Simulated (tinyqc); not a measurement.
Length of a polyene: Hueckel, PPP and singles CI along the polyenes. Computed by the program tinyqc. Hueckel uses the same beta without repulsion; CIS keeps all single excitations and so misses the low, doubly excited 2Ag state. W is the valence ionisation energy of a centre, MN the Mataga-Nishimoto formula, f the oscillator strength.

All-trans chains of carbon centres 1.40 angstrom apart:
```
parameter                               value
beta (eV), times 1 +/- alternation  -2.660000
alternation                          0.100000
W (eV)                              11.160000
gamma_rr (eV)                       11.050000
repulsion formula                        Ohno
```

Gaps and excitations (eV):
```
centres  Hueckel gap  PPP orbital gap  bright singlet (CIS)       f  lowest triplet (CIS)
2             5.8520          13.3808                7.6126  0.6527                4.0914
6             3.0495           9.3508                5.0364  1.6343                2.4975
8             2.5534           8.5677                4.4568  2.0410                2.2246
10            2.2374           8.0649                4.0688  2.4149                2.0641
12            2.0197           7.7214                3.7964  2.7677                1.9627
```

Estimate the missing row, centres = 4.

Computed row:
```
centres  Hueckel gap  PPP orbital gap  bright singlet (CIS)       f  lowest triplet (CIS)
4             3.9287          10.6899                5.9655  1.1807                3.0093
```

The Hueckel gap tends to 4 x alternation x |beta| = 1.06 eV for long chains. Exchange opens the PPP orbital gap, and the attraction of electron and hole brings the bright state 3.93 eV below it at 12 centres; the triplet lies 1.83 eV lower still.
